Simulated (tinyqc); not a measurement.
MP2 on RHF in the sto-3g basis, frozen core, for BeH2, spin multiplicity 1, step by step. Computed by tinyqc, a small Python program that keeps every step (integrals from PySCF). Settings: charge = 0, multiplicity = 1, basis = sto-3g, method = RHF, frozen orbitals = 1, energy threshold = 1e-10, iteration cap = 59, orthogonalisation = symmetric, start = core, DIIS depth = 6. Command: `OMP_NUM_THREADS=1 python tinyqc.py 24849 24850 out.jsonl` (the two numbers bound the seeds that draw the settings). One thread of a shared host (Intel(R) Xeon(R) Processor @ 2.60GHz), about 0.1 s of CPU time with the checks. Later iterations appear only in the table of the cycle.

## One-electron integrals

Geometry (angstrom):
```
atom,x,y,z
Be,0.000000,0.000000,0.000000
H,0.000000,1.327000,0.150000
H,0.000000,-1.327000,0.150000
```

Basis sto-3g: exponents (1/bohr^2) and contraction coefficients of normalised primitives:
```
element,l (shell),exponent,coefficient
Be,s (1),30.167871,0.154329
Be,s (1),5.495115,0.535328
Be,s (1),1.487193,0.444635
Be,s (2),1.314833,-0.099967
Be,s (2),0.305539,0.399513
Be,s (2),0.099371,0.700115
Be,p (3),1.314833,0.155916
Be,p (3),0.305539,0.607684
Be,p (3),0.099371,0.391957
H,s (1),3.425251,0.154329
H,s (1),0.623914,0.535328
H,s (1),0.168855,0.444635
```

Overlap, kinetic and nuclear-attraction integrals over the contracted functions; the nuclear repulsion is the sum of Za Zb / Rab.

nuclear repulsion = 3.36941735 hartree

overlap S, lower triangle:
```
,1Be 1s,1Be 2s,1Be 2px,1Be 2py,1Be 2pz,2H 1s,3H 1s
1Be 1s,1.000000
1Be 2s,0.259517,1.000000
1Be 2px,0.000000,0.000000,1.000000
1Be 2py,0.000000,0.000000,0.000000,1.000000
1Be 2pz,0.000000,0.000000,0.000000,0.000000,1.000000
2H 1s,0.070188,0.461805,0.000000,0.523839,0.059213,1.000000
3H 1s,0.070188,0.461805,0.000000,-0.523839,0.059213,0.036882,1.000000
```

kinetic energy T (hartree), lower triangle:
```
,1Be 1s,1Be 2s,1Be 2px,1Be 2py,1Be 2pz,2H 1s,3H 1s
1Be 1s,6.693975
1Be 2s,-0.033012,0.211111
1Be 2px,0.000000,0.000000,0.660592
1Be 2py,0.000000,0.000000,0.000000,0.660592
1Be 2pz,0.000000,0.000000,0.000000,0.000000,0.660592
2H 1s,-0.016425,0.069823,0.000000,0.194227,0.021955,0.760032
3H 1s,-0.016425,0.069823,0.000000,-0.194227,0.021955,-0.009582,0.760032
```

nuclear attraction V (hartree), lower triangle:
```
,1Be 1s,1Be 2s,1Be 2px,1Be 2py,1Be 2pz,2H 1s,3H 1s
1Be 1s,-15.353599
1Be 2s,-2.104914,-3.053565
1Be 2px,0.000000,0.000000,-2.957178
1Be 2py,0.000000,0.000000,0.000000,-3.188480
1Be 2pz,-0.004071,-0.033466,0.000000,0.000000,-2.960133
2H 1s,-0.568836,-1.372744,0.000000,-1.522739,-0.176130,-2.998223
3H 1s,-0.568836,-1.372744,0.000000,1.522739,-0.176130,-0.127362,-2.998223
```

core Hamiltonian H = T + V (hartree), lower triangle:
```
,1Be 1s,1Be 2s,1Be 2px,1Be 2py,1Be 2pz,2H 1s,3H 1s
1Be 1s,-8.659624
1Be 2s,-2.137926,-2.842455
1Be 2px,0.000000,0.000000,-2.296586
1Be 2py,0.000000,0.000000,0.000000,-2.527888
1Be 2pz,-0.004071,-0.033466,0.000000,0.000000,-2.299542
2H 1s,-0.585261,-1.302921,0.000000,-1.328512,-0.154175,-2.238191
3H 1s,-0.585261,-1.302921,0.000000,1.328512,-0.154175,-0.136944,-2.238191
```

## Two-electron integrals

Functions are numbered as in S; the eight-fold symmetry (ij|kl) = (ji|kl) = (kl|ij) leaves the list below.

Two-electron integrals (ij|kl) in chemists' order, unique and non-zero (hartree):
```
i,j,k,l,(ij|kl)
1,1,1,1,2.298831
2,1,1,1,0.392036
2,1,2,1,0.079539
2,2,1,1,0.570988
2,2,2,1,0.143041
2,2,2,2,0.417683
3,1,3,1,0.014607
3,2,3,1,0.021888
3,2,3,2,0.092265
3,3,1,1,0.569578
3,3,2,1,0.143083
3,3,2,2,0.417589
3,3,3,3,0.449859
4,1,4,1,0.014607
4,2,4,1,0.021888
4,2,4,2,0.092265
4,3,4,3,0.024249
4,4,1,1,0.569578
4,4,2,1,0.143083
4,4,2,2,0.417589
4,4,3,3,0.401360
4,4,4,4,0.449859
5,1,5,1,0.014607
5,2,5,1,0.021888
5,2,5,2,0.092265
5,3,5,3,0.024249
5,4,5,4,0.024249
5,5,1,1,0.569578
5,5,2,1,0.143083
5,5,2,2,0.417589
5,5,3,3,0.401360
5,5,4,4,0.401360
5,5,5,5,0.449859
6,1,1,1,0.105012
6,1,2,1,0.021284
6,1,2,2,0.038539
6,1,3,3,0.038256
6,1,4,1,0.001903
6,1,4,2,0.003547
6,1,4,4,0.039113
6,1,5,1,0.000215
6,1,5,2,0.000401
6,1,5,4,0.000097
6,1,5,5,0.038267
6,1,6,1,0.005982
6,2,1,1,0.227936
6,2,2,1,0.057793
6,2,2,2,0.180598
6,2,3,3,0.174079
6,2,4,1,0.007558
6,2,4,2,0.044073
6,2,4,4,0.193230
6,2,5,1,0.000854
6,2,5,2,0.004982
6,2,5,4,0.002165
6,2,5,5,0.174323
6,2,6,1,0.017081
6,2,6,2,0.111158
6,3,3,1,0.005637
6,3,3,2,0.025512
6,3,4,3,0.007884
6,3,5,3,0.000891
6,3,6,3,0.011013
6,4,1,1,0.233831
6,4,2,1,0.060068
6,4,2,2,0.197011
6,4,3,3,0.185367
6,4,4,1,0.012400
6,4,4,2,0.068924
6,4,4,4,0.219857
6,4,5,1,0.000765
6,4,5,2,0.004907
6,4,5,4,0.003007
6,4,5,5,0.185606
6,4,6,1,0.018669
6,4,6,2,0.138646
6,4,6,4,0.179987
6,5,1,1,0.026432
6,5,2,1,0.006790
6,5,2,2,0.022270
6,5,3,3,0.020953
6,5,4,1,0.000765
6,5,4,2,0.004907
6,5,4,4,0.023070
6,5,5,1,0.005723
6,5,5,2,0.026066
6,5,5,4,0.008123
6,5,5,5,0.022763
6,5,6,1,0.002110
6,5,6,2,0.015672
6,5,6,4,0.019100
6,5,6,5,0.013172
6,6,1,1,0.392469
6,6,2,1,0.101377
6,6,2,2,0.352524
6,6,3,3,0.326935
6,6,4,1,0.016500
6,6,4,2,0.120594
6,6,4,4,0.402451
6,6,5,1,0.001865
6,6,5,2,0.013632
6,6,5,4,0.008536
6,6,5,5,0.327900
6,6,6,1,0.030955
6,6,6,2,0.269114
6,6,6,4,0.358084
6,6,6,5,0.040477
6,6,6,6,0.774606
7,1,1,1,0.105012
7,1,2,1,0.021284
7,1,2,2,0.038539
7,1,3,3,0.038256
7,1,4,1,-0.001903
7,1,4,2,-0.003547
7,1,4,4,0.039113
7,1,5,1,0.000215
7,1,5,2,0.000401
7,1,5,4,-0.000097
7,1,5,5,0.038267
7,1,6,1,0.005454
7,1,6,2,0.014431
7,1,6,4,0.014363
7,1,6,5,0.001792
7,1,6,6,0.024881
7,1,7,1,0.005982
7,2,1,1,0.227936
7,2,2,1,0.057793
7,2,2,2,0.180598
7,2,3,3,0.174079
7,2,4,1,-0.007558
7,2,4,2,-0.044073
7,2,4,4,0.193230
7,2,5,1,0.000854
7,2,5,2,0.004982
7,2,5,4,-0.002165
7,2,5,5,0.174323
7,2,6,1,0.014431
7,2,6,2,0.061142
7,2,6,4,0.059972
7,2,6,5,0.008485
7,2,6,6,0.110378
7,2,7,1,0.017081
7,2,7,2,0.111158
7,3,3,1,0.005637
7,3,3,2,0.025512
7,3,4,3,-0.007884
7,3,5,3,0.000891
7,3,6,3,0.004974
7,3,7,3,0.011013
7,4,1,1,-0.233831
7,4,2,1,-0.060068
7,4,2,2,-0.197011
7,4,3,3,-0.185367
7,4,4,1,0.012400
7,4,4,2,0.068924
7,4,4,4,-0.219857
7,4,5,1,-0.000765
7,4,5,2,-0.004907
7,4,5,4,0.003007
7,4,5,5,-0.185606
7,4,6,1,-0.014363
7,4,6,2,-0.059972
7,4,6,4,-0.055781
7,4,6,5,-0.008184
7,4,6,6,-0.105803
7,4,7,1,-0.018669
7,4,7,2,-0.138646
7,4,7,4,0.179987
7,5,1,1,0.026432
7,5,2,1,0.006790
7,5,2,2,0.022270
7,5,3,3,0.020953
7,5,4,1,-0.000765
7,5,4,2,-0.004907
7,5,4,4,0.023070
7,5,5,1,0.005723
7,5,5,2,0.026066
7,5,5,4,-0.008123
7,5,5,5,0.022763
7,5,6,1,0.001792
7,5,6,2,0.008485
7,5,6,4,0.008184
7,5,6,5,0.006124
7,5,6,6,0.015727
7,5,7,1,0.002110
7,5,7,2,0.015672
7,5,7,4,-0.019100
7,5,7,5,0.013172
7,6,1,1,0.023237
7,6,2,1,0.005746
7,6,2,2,0.016189
7,6,3,3,0.015909
7,6,4,4,0.016682
7,6,5,1,0.000164
7,6,5,2,0.000779
7,6,5,5,0.015966
7,6,6,1,0.001558
7,6,6,2,0.007226
7,6,6,4,0.008010
7,6,6,5,0.001110
7,6,6,6,0.014542
7,6,7,1,0.001558
7,6,7,2,0.007226
7,6,7,4,-0.008010
7,6,7,5,0.001110
7,6,7,6,0.000645
7,7,1,1,0.392469
7,7,2,1,0.101377
7,7,2,2,0.352524
7,7,3,3,0.326935
7,7,4,1,-0.016500
7,7,4,2,-0.120594
7,7,4,4,0.402451
7,7,5,1,0.001865
7,7,5,2,0.013632
7,7,5,4,-0.008536
7,7,5,5,0.327900
7,7,6,1,0.024881
7,7,6,2,0.110378
7,7,6,4,0.105803
7,7,6,5,0.015727
7,7,6,6,0.199338
7,7,7,1,0.030955
7,7,7,2,0.269114
7,7,7,4,-0.358084
7,7,7,5,0.040477
7,7,7,6,0.014542
7,7,7,7,0.774606
```

## Orthogonalisation

S = U s U^T; symmetric (Loewdin) form X = U s^(-1/2) U^T, so that X^T S X = 1.

eigenvalues of S: 0.240509  0.338055  0.925377  1.000000  1.012566  1.722608  1.760885

X, lower triangle:
```
,1Be 1s,1Be 2s,1Be 2px,1Be 2py,1Be 2pz,2H 1s,3H 1s
1Be 1s,1.028378
1Be 2s,-0.153265,1.264840
1Be 2px,0.000000,0.000000,1.000000
1Be 2py,0.000000,0.000000,0.000000,1.384606
1Be 2pz,-0.002218,0.029982,0.000000,0.000000,1.003773
2H 1s,0.017840,-0.319776,0.000000,-0.451406,-0.040379,1.313107
3H 1s,0.017840,-0.319776,0.000000,0.451406,-0.040379,-0.103282,1.313107
```

## Starting guess

The start is the orbitals of the core Hamiltonian; D = 2 C_occ C_occ^T.

D at the start, lower triangle:
```
,1Be 1s,1Be 2s,1Be 2px,1Be 2py,1Be 2pz,2H 1s,3H 1s
1Be 1s,2.126663
1Be 2s,-0.446809,1.493903
1Be 2px,0.000000,0.000000,0.000000
1Be 2py,0.000000,0.000000,0.000000,1.947404
1Be 2pz,-0.066953,0.250533,0.000000,0.000000,0.042047
2H 1s,-0.055003,0.259899,0.000000,0.024811,0.043677,0.045791
3H 1s,-0.055003,0.259899,0.000000,-0.024811,0.043677,0.045158,0.045791
```

## Iteration 1: building the Fock matrix

J_ij = sum D_kl (ij|kl), K_ij = sum D_kl (ik|jl); F = H + J - 0.5 K; E = tr D H + tr D J / 2 - 0.25 tr D K + E_nn.

Coulomb J (hartree), lower triangle:
```
,1Be 1s,1Be 2s,1Be 2px,1Be 2py,1Be 2pz,2H 1s,3H 1s
1Be 1s,6.804378
1Be 2s,1.333347,2.777686
1Be 2px,0.000000,0.000000,2.731753
1Be 2py,0.000000,0.000000,0.000000,2.856700
1Be 2pz,0.011114,0.054750,0.000000,0.000000,2.734478
2H 1s,0.359629,1.204992,0.000000,1.311883,0.159431,2.339753
3H 1s,0.359629,1.204992,0.000000,-1.311883,0.159431,0.111541,2.339753
```

exchange K (hartree), lower triangle:
```
,1Be 1s,1Be 2s,1Be 2px,1Be 2py,1Be 2pz,2H 1s,3H 1s
1Be 1s,4.686679
1Be 2s,0.826488,1.044842
1Be 2px,0.000000,0.000000,0.225259
1Be 2py,0.000000,0.000000,0.000000,1.129130
1Be 2pz,0.007265,0.150071,0.000000,0.000000,0.247859
2H 1s,0.238824,0.571258,0.000000,0.573659,0.090118,0.720031
3H 1s,0.238824,0.571258,0.000000,-0.573659,0.090118,0.050887,0.720031
```

Fock matrix F (hartree), lower triangle:
```
,1Be 1s,1Be 2s,1Be 2px,1Be 2py,1Be 2pz,2H 1s,3H 1s
1Be 1s,-4.198585
1Be 2s,-1.217823,-0.587190
1Be 2px,0.000000,0.000000,0.322538
1Be 2py,0.000000,0.000000,0.000000,-0.235753
1Be 2pz,0.003410,-0.053752,0.000000,0.000000,0.311007
2H 1s,-0.345044,-0.383557,0.000000,-0.303458,-0.039803,-0.258454
3H 1s,-0.345044,-0.383557,0.000000,0.303458,-0.039803,-0.050846,-0.258454
```

total energy of this density = -15.11511261 hartree

## Iteration 1: diagonalisation and new density

Diagonalise F' = X^T F X, C = X C', fill 3 alpha and 3 beta electrons from the bottom; D = 2 C_occ C_occ^T. Each column has its largest component positive (the first on a tie).

F' = X^T F X (hartree), lower triangle:
```
,1,2,3,4,5,6,7
1,-4.091530
2,-0.659253,-0.078518
3,0.000000,0.000000,0.322538
4,0.000000,0.000000,0.000000,0.222091
5,0.007951,-0.014705,0.000000,0.000000,0.316900
6,-0.063003,-0.315552,0.000000,-0.438706,-0.046697,0.142798
7,-0.063003,-0.315552,0.000000,0.438706,-0.046697,-0.120715,0.142798
```

orbital energies (hartree): MO1 -4.203066, MO2 -0.403386, MO3 -0.377968, MO4 0.312608, MO5 0.322538, MO6 0.462779, MO7 0.863572

coefficients C:
```
,MO1,MO2,MO3,MO4,MO5,MO6,MO7
1Be 1s,0.990267,-0.232103,0.000000,0.069565,0.000000,-0.205797,0.000000
1Be 2s,0.036259,0.576461,0.000000,-0.314792,0.000000,1.181527,0.000000
1Be 2px,0.000000,0.000000,0.000000,0.000000,1.000000,0.000000,0.000000
1Be 2py,0.000000,0.000000,0.551451,0.000000,0.000000,0.000000,1.421468
1Be 2pz,-0.000159,0.061323,0.000000,0.956630,0.000000,0.304671,0.000000
2H 1s,-0.001700,0.377933,0.371807,0.133985,0.000000,-0.821739,-1.033733
3H 1s,-0.001700,0.377933,-0.371807,0.133985,0.000000,-0.821739,1.033733
```

D after iteration 1, lower triangle:
```
,1Be 1s,1Be 2s,1Be 2px,1Be 2py,1Be 2pz,2H 1s,3H 1s
1Be 1s,2.069003
1Be 2s,-0.195786,0.667244
1Be 2px,0.000000,0.000000,0.000000
1Be 2py,0.000000,0.000000,0.000000,0.608196
1Be 2pz,-0.028781,0.070689,0.000000,0.000000,0.007521
2H 1s,-0.178806,0.435604,0.000000,0.410067,0.046353,0.562154
3H 1s,-0.178806,0.435604,0.000000,-0.410067,0.046353,0.009191,0.562154
```

## Iteration 7 (converged): orbitals

converged F (hartree), lower triangle:
```
,1Be 1s,1Be 2s,1Be 2px,1Be 2py,1Be 2pz,2H 1s,3H 1s
1Be 1s,-4.516585
1Be 2s,-1.288067,-0.632354
1Be 2px,0.000000,0.000000,0.211950
1Be 2py,0.000000,0.000000,0.000000,-0.234881
1Be 2pz,0.002518,-0.026558,0.000000,0.000000,0.208019
2H 1s,-0.358361,-0.418179,0.000000,-0.332878,-0.030285,-0.313875
3H 1s,-0.358361,-0.418179,0.000000,0.332878,-0.030285,-0.051532,-0.313875
```

As before.

F' = X^T F X (hartree), lower triangle:
```
,1,2,3,4,5,6,7
1,-4.407366
2,-0.689078,-0.087467
3,0.000000,0.000000,0.211950
4,0.000000,0.000000,0.000000,0.275007
5,0.002882,0.012016,0.000000,0.000000,0.213178
6,-0.058555,-0.338116,0.000000,-0.473940,-0.038706,0.106531
7,-0.058555,-0.338116,0.000000,0.473940,-0.038706,-0.122768,0.106531
```

orbital energies (hartree): MO1 -4.520036, MO2 -0.456728, MO3 -0.418489, MO4 0.206347, MO5 0.211950, MO6 0.472525, MO7 0.922795

coefficients C:
```
,MO1,MO2,MO3,MO4,MO5,MO6,MO7
1Be 1s,0.991751,-0.223701,0.000000,0.047533,0.000000,-0.214063,0.000000
1Be 2s,0.031784,0.557077,0.000000,-0.214148,0.000000,1.213061,0.000000
1Be 2px,0.000000,0.000000,0.000000,0.000000,1.000000,0.000000,0.000000
1Be 2py,0.000000,0.000000,0.503204,0.000000,0.000000,0.000000,1.439255
1Be 2pz,-0.000065,0.026939,0.000000,0.976974,0.000000,0.237741,0.000000
2H 1s,-0.002839,0.393403,0.406454,0.087530,0.000000,-0.820736,-1.020608
3H 1s,-0.002839,0.393403,-0.406454,0.087530,0.000000,-0.820736,1.020608
```

D after iteration 7, lower triangle:
```
,1Be 1s,1Be 2s,1Be 2px,1Be 2py,1Be 2pz,2H 1s,3H 1s
1Be 1s,2.067222
1Be 2s,-0.186193,0.622690
1Be 2px,0.000000,0.000000,0.000000
1Be 2py,0.000000,0.000000,0.000000,0.506429
1Be 2pz,-0.012181,0.030010,0.000000,0.000000,0.001451
2H 1s,-0.181640,0.438131,0.000000,0.409059,0.021196,0.639957
3H 1s,-0.181640,0.438131,0.000000,-0.409059,0.021196,-0.020862,0.639957
```

## Convergence

Stop when the energy changes by less than 1e-10 hartree and every element of the error matrix X^T (F D S - S D F) X is below 3e-06.

Course of the cycle:
```
iteration,E (hartree),change,largest element of the error matrix
1,-15.11511261,-,5.44e-01
2,-15.55389561,-4.39e-01,5.61e-02
3,-15.55806532,-4.17e-03,5.09e-03
4,-15.55814641,-8.11e-05,1.00e-03
5,-15.55814956,-3.15e-06,2.77e-05
6,-15.55814956,-2.56e-09,3.62e-06
7,-15.55814956,-1.90e-11,4.05e-08
```

PySCF RHF in the same basis = -15.55814956 hartree

Converged in 7 iterations.

## Populations, bond orders and dipole

Mulliken: Z minus the diagonal of D S on the atom; Loewdin: the same with S^(1/2) D S^(1/2); Mayer order: 2 sum_s sum (D(s) S)_ij (D(s) S)_ji over the two atoms.

Charges (e):
```
atom,Mulliken,Loewdin
1Be,0.088612,0.070859
2H,-0.044306,-0.035430
3H,-0.044306,-0.035430
```

Mayer bond orders:
```
pair,order
2-1,0.997608
3-1,0.997608
3-2,0.000429
```

dipole moment about the origin, x y z (debye): 0.000000  0.000000  -0.515455

## Integrals over molecular orbitals

(pq|rs) = sum C_ip C_jq C_kr C_ls (ij|kl), one index at a time.

one-electron integrals over orbitals h = C^T H C (hartree), lower triangle:
```
,1,2,3,4,5,6,7
1,-8.647971
2,0.224202,-2.463093
3,0.000000,0.000000,-2.421250
4,-0.051137,0.005175,0.000000,-2.288814
5,0.000000,0.000000,0.000000,0.000000,-2.296586
6,0.188273,-0.177156,0.000000,-0.051033,0.000000,-1.920090
7,0.000000,0.000000,-0.277228,0.000000,0.000000,0.000000,-1.808011
```

Two-electron integrals over orbitals (pq|rs), unique and non-zero (hartree); the lowest 1 orbital is frozen and left out:
```
p,q,r,s,(pq|rs)
2,2,2,2,0.399056
3,2,3,2,0.163800
3,3,2,2,0.411678
3,3,3,3,0.434510
4,2,2,2,0.011281
4,2,3,3,0.010678
4,2,4,2,0.049127
4,3,3,2,0.011472
4,3,4,3,0.015886
4,4,2,2,0.366350
4,4,3,3,0.355172
4,4,4,2,-0.024121
4,4,4,4,0.453814
5,2,5,2,0.049292
5,3,5,3,0.014585
5,4,5,2,-0.008926
5,4,5,4,0.025695
5,5,2,2,0.368868
5,5,3,3,0.356048
5,5,4,2,-0.007272
5,5,4,4,0.400620
5,5,5,5,0.449859
6,2,2,2,-0.022649
6,2,3,3,-0.046091
6,2,4,2,-0.002683
6,2,4,4,0.047608
6,2,5,5,0.052317
6,2,6,2,0.077717
6,3,3,2,-0.093773
6,3,4,3,-0.009407
6,3,6,3,0.082359
6,4,2,2,0.004146
6,4,3,3,-0.002141
6,4,4,2,0.040881
6,4,4,4,-0.005298
6,4,5,5,0.005508
6,4,6,2,0.019163
6,4,6,4,0.044872
6,5,5,2,0.046599
6,5,5,4,-0.006174
6,5,6,5,0.049648
6,6,2,2,0.399853
6,6,3,3,0.409019
6,6,4,2,0.025251
6,6,4,4,0.361132
6,6,5,5,0.368129
6,6,6,2,-0.029453
6,6,6,4,0.015482
6,6,6,6,0.420762
7,2,3,2,-0.044442
7,2,4,3,-0.011268
7,2,6,3,0.060272
7,2,7,2,0.056458
7,3,2,2,-0.006676
7,3,3,3,-0.021363
7,3,4,2,-0.016351
7,3,4,4,0.059452
7,3,5,5,0.059112
7,3,6,2,0.071201
7,3,6,4,0.006892
7,3,6,6,-0.027255
7,3,7,3,0.082808
7,4,3,2,-0.027670
7,4,4,3,0.011982
7,4,6,3,0.016110
7,4,7,2,0.004042
7,4,7,4,0.021815
7,5,5,3,0.013678
7,5,7,5,0.016491
7,6,3,2,0.139366
7,6,4,3,0.012963
7,6,6,3,-0.092990
7,6,7,2,-0.055413
7,6,7,4,-0.023407
7,6,7,6,0.135156
7,7,2,2,0.426068
7,7,3,3,0.444863
7,7,4,2,0.002065
7,7,4,4,0.392047
7,7,5,5,0.390198
7,7,6,2,-0.035614
7,7,6,4,-0.006931
7,7,6,6,0.433180
7,7,7,3,-0.009771
7,7,7,7,0.485629
```

## Second-order Moller-Plesset energy

Hartree-Fock energy = -15.55814956 hartree

E2 = sum_ijab (ia|jb) [2 (ia|jb) - (ib|ja)] / (e_i + e_j - e_a - e_b) over occupied i, j and virtual a, b; the opposite-spin part is (ia|jb)^2 / denominator, the rest is same-spin, and SCS-MP2 scales them by 6/5 and 1/3.

Terms:
```
i,j,a,b,(ia|jb),(ib|ja),denominator,term
3,3,6,6,0.082359,0.082359,-1.782028,-0.003806
2,2,6,6,0.077717,0.077717,-1.858506,-0.003250
2,3,6,7,0.071201,0.060272,-2.270537,-0.002575
3,2,7,6,0.071201,0.060272,-2.270537,-0.002575
3,3,7,7,0.082808,0.082808,-2.682569,-0.002556
2,2,4,4,0.049127,0.049127,-1.326150,-0.001820
2,2,5,5,0.049292,0.049292,-1.337356,-0.001817
3,2,6,7,0.060272,0.071201,-2.270537,-0.001310
2,3,7,6,0.060272,0.071201,-2.270537,-0.001310
2,2,7,7,0.056458,0.056458,-2.759046,-0.001155
3,3,4,4,0.015886,0.015886,-1.249672,-0.000202
2,3,4,7,-0.016351,-0.011268,-2.004359,-0.000175
3,2,7,4,-0.016351,-0.011268,-2.004359,-0.000175
3,3,5,5,0.014585,0.014585,-1.260878,-0.000169
3,3,4,6,-0.009407,-0.009407,-1.515850,-0.000058
3,3,6,4,-0.009407,-0.009407,-1.515850,-0.000058
3,2,4,7,-0.011268,-0.016351,-2.004359,-0.000035
2,3,7,4,-0.011268,-0.016351,-2.004359,-0.000035
2,2,4,6,-0.002683,-0.002683,-1.592328,-4.52e-06
2,2,6,4,-0.002683,-0.002683,-1.592328,-4.52e-06
```

Pair energies (hartree; pair i-j sums ij and ji):
```
pair,opposite spin,same spin
2-2,-0.008051,0
3-2,-0.008059,-0.000131
3-3,-0.006850,0
```

MP2 correlation energy = -0.02309074 hartree

SCS-MP2 correlation energy = -0.02759536 hartree

MP2 total energy = -15.58124031 hartree
